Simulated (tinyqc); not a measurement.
Worked calculation: heterojunction of two tight-binding chains. Values are carried at full precision from step to step, so a last printed digit may differ when a step is redone from the rounded ones.

Left chain: hopping -t1, sites at 2 t1 (band bottom 0). Right chain: hopping -t2, sites at dE + 2 t2 (bottom dE). t = c/(m a^2), c = hbar^2/2m0. The bond across the interface is -tc with tc = f sqrt(t1 t2), and the last left site has the extra energy U. In a chain E = bottom + 2t (1 - cos(ka)); the surface Green function of a half chain is g = -exp(ika)/t, with Im k > 0 where cos(ka) > 1.

Constants: hbar^2/2m0 = 3.80998211 eV angstrom^2.

Parameters, chosen for this exercise (masses and offset of the size met at InGaAs / InAlAs; not measured data):
```
symbol  value  unit      meaning
a       4      angstrom  site spacing
m1      0.037  m0        mass on the left
m2      0.076  m0        mass on the right
f       1                factor on the interface hopping
dE      0.61   eV        band offset
E       0.703  eV        electron energy
U       0      eV        extra energy on the last left site
```

## Hoppings

Form t1, t2 and tc.

t1 = 6.4358 eV
t2 = 3.1332 eV
tc = 4.4905 eV

## Wave numbers and velocities

The left chain has hopping t1 and band bottom 0, the right one t2 and dE. cos(ka) = 1 - (E - bottom)/(2t); dE/dk = 2 t a sin(ka).

ka (rad): left 0.33203, right 0.17250

dE/dk (eV angstrom): left 16.7825, right 4.3024

## Self-energies on the last left site

Hoppings t1 (left), t2 (right), tc (interface); g is the surface Green function of a half chain. The rest of the left chain gives S1 = t1^2 g1 = -t1 exp(i k1 a); the right chain gives S2 = tc^2 g2 = -(tc^2/t2) exp(i k2 a).

S1 = -6.08428-2.09781i eV
S2 = -6.34027-1.10467i eV

## Transmission

The last site of the left chain has energy 2 t1 + U, and S1, S2 are the self-energies of the two half chains on it. G = 1/(E - 2 t1 - U - S1 - S2); T = 4 Im(S1) Im(S2) |G|^2.

G = 0.0248-0.3103i 1/eV
T = 0.8981

A fraction 0.1019 is reflected although the electron lies above the step.

## Checks

- T from the Green function against 1 - |r|^2 from matching plane waves: both 0.898089.

Computed by tinyqc, a small Python program: `OMP_NUM_THREADS=1 python tinyqc.py 1481338 1481339 out.jsonl` (the numbers bound the seed that draws the inputs); one thread of a shared host (Intel(R) Xeon(R) Processor @ 2.30GHz), about 0.01 s for the whole set of steps.
